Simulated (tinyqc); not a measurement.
Off-state leakage of single and stacked transistors: one step of the calculation.

n-channel devices of unit width. Subthreshold current I(Vg, Vs, Vd) = I0 (T/300 K)^0.5 exp[(Vg - Vs - VT(T) - gb (Vs - Vb) + dd (Vd - Vs))/(nf Vt)] (1 - exp(-(Vd - Vs)/Vt)), VT(T) = VT - cT (T - 300 K). Gate-edge tunnelling Ig (Vd/1 V) exp(ag (Vd - 1 V)), for a gate at 0 V, and band-to-band leakage Ab u exp(-Bb/u), u = Vd - Vb + 1 V, flow at a drain held at V; both are taken as independent of T. In a stack of off transistors (all gates at 0 V) the same subthreshold current passes through each.

Problem. Leakage of one transistor. Vg = Vs = 0, Vd = V; effective threshold VT(T) - gb Vb - dd V.

Parameters, values chosen for the exercise; values of the order met in bulk silicon logic transistors:

| symbol | value | unit | meaning |
|---|---|---|---|
| T | 330 | K | temperature |
| V | 1.2 | V | supply voltage |
| VT | 0.4 | V | threshold at 300 K, zero drain and body bias |
| cT | 0.9 | mV/K | fall of the threshold with temperature |
| I0 | 0.16 | uA/um | current at threshold at 300 K |
| nf | 1.34 |  | slope factor |
| dd | 0.1 |  | drain-induced lowering per volt |
| gb | 0.19 |  | rise of the threshold per volt of source-body bias |
| Ig | 2e-5 | uA/um | gate-edge tunnelling current at 1 V |
| ag | 4.2 | 1/V | exponential slope of the gate current |
| Ab | 30 | uA/(um V) | prefactor of band-to-band leakage at the drain |
| Bb | 26 | V | its exponential voltage |
| Vb | 0 | V | body voltage |

Constants: q = 1.602176634e-19 C, kB = 1.380649e-23 J/K, Vt = kB T/q. Results are converted to the units shown.

Wanted: effective threshold; parts; total; shares.

Solution.

effective threshold = 0.2530 V
parts (nA/um): subthreshold 0.2195, gate edge 0.05559, band-to-band 0.4864
total = 0.7614 nA/um
shares (%): subthreshold 28.82, gate edge 7.301, band-to-band 63.88

The band-to-band part is the largest.

tinyqc, about 0.04 s, one thread, Intel Xeon 2.30GHz (shared host): `OMP_NUM_THREADS=1 python tinyqc.py 2242168 2242169 out.jsonl`
